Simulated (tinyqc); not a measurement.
Self-heating of a transistor with one or more fingers, with temperature-dependent conductivity: one step, computed by the program tinyqc. Command: `OMP_NUM_THREADS=1 python tinyqc.py 3000980 3000981 out.jsonl selfheat walk`. One thread of a shared host (Intel(R) Xeon(R) Processor @ 2.30GHz), about 0.06 s of CPU time with the checks.

N long parallel fingers lie on the top face of a slab whose bottom is held at T_0; the top is otherwise insulated, and heat flows in two dimensions. P in W/mm is 1000 P in W/m.

Task: Extra rise from ballistic phonons. Near a source smaller than the free path, Fourier's law overstates the flow. Rough estimate: a strip that emits phonons into a half space adds a resistance times area of 4 Lambda/(3 kappa_0), from the ballistic flux C v Delta T/4 with kappa_0 = C v Lambda/3, so Delta T_b = 4 Lambda P/(3 kappa_0 w); Knudsen number Lambda/w.

Inputs (values chosen for the exercise, modelled on gallium arsenide): conductivity at the base temperature kappa_0 = 46.5 W/(m K); power per gate width P = 0.82 W/mm; width of the heat source w = 0.32 micrometre; phonon free path Lambda = 69 nm.

Power: fixed power.

largest theta = 55.49750 K

Give: Knudsen number; ballistic rise Delta T_b; Delta T_b / largest theta.

Result:

Knudsen number = 0.215625

ballistic rise Delta T_b = 5.070 K

Delta T_b / largest theta = 0.09135

By this estimate the ballistic term is at most a fifth of the Fourier rise.
